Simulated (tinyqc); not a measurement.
Doping density: delta-doped layer in the Thomas-Fermi potential.

All donors ionised in the plane z = 0, zero temperature, energies from the Fermi level EF of the Thomas-Fermi model, which lies at the bulk band edge; c = hbar^2/2m0, q = e^2/(4 pi eps0). gv = 4 equivalent valleys, m_d = sqrt(m3^3/mz) in the plane. With n = (gv/3 pi^2)(m3 (-V)/c)^(3/2) and V'' = -(4 pi q/eps) n for z > 0, the solution is V = -b/(|z| + z0)^4 with sqrt(b) = 20/K, K = (4 pi q/eps)(gv/3 pi^2)(m3/c)^(3/2), and z0^5 = 4b/(e F0), e F0 = 2 pi q N/eps; 1e13/cm^2 = 1e-3/angstrom^2. Exchange and correlation are left out.

Subbands solve -(c/m_z) psi'' + V psi = E psi on 1280 points of spacing z0/80; up to ten levels for each group, kept if bound with an rms width below 2.5 z0.

Constants: hbar^2/2m0 = 3.80998211 eV angstrom^2; e^2/(4 pi eps0) = 14.39964547 eV angstrom.

Parameters, chosen for this exercise (near those of a delta-doped layer in Ge; not measured data): m3 = 0.222 m0 (density-of-states mass of a valley); mz = 0.116 m0 (mass along z); eps = 16.1 (dielectric constant); Nl = (0.79, 1.6, 3.2, 5.5, 9.5, 16, 25) x 1e13/cm^2 (sheet densities).

The well, the lowest level and the filling anew; at zero temperature n_i = g m_d (mu - E_i)/(2 pi c), with mu fixed by sum n_i = N.

Results:

| N (1e13/cm^2) | z0 (angstrom) | depth (eV) | lowest (eV) | next - lowest (eV) | occupied | share of lowest (%) |
|---|---|---|---|---|---|---|
| 0.79 | 60.2 | 0.0668 | -0.0172 | - | 1 | 100.0 |
| 1.6 | 52.3 | 0.1175 | -0.0341 | - | 1 | 100.0 |
| 3.2 | 45.5 | 0.2046 | -0.0662 | - | 1 | 100.0 |
| 5.5 | 40.8 | 0.3155 | -0.1105 | 0.1081 | 1 | 100.0 |
| 9.5 | 36.6 | 0.4885 | -0.1844 | 0.1756 | 2 | 97.4 |
| 16 | 33.0 | 0.7413 | -0.2989 | 0.2758 | 2 | 94.2 |
| 25 | 30.2 | 1.0594 | -0.4504 | 0.4026 | 2 | 91.3 |

The depth grows as N^(4/5) and z0 shrinks as N^(-1/5): factors 15.9 and 2.00 for 32 times the doping. The lowest level deepens faster, with exponent 0.95, since the zero-point energy takes a smaller share of a deeper well (74 % falling to 57 %). The number of occupied subbands is 1 in the first row and 2 in the last. Depths beyond about 0.5 eV stretch parabolic valleys past their range.

tinyqc: `OMP_NUM_THREADS=1 python tinyqc.py 1282221 1282222 out.jsonl`; about 0.1 s, one thread, shared Intel(R) Xeon(R) Processor @ 2.30GHz.
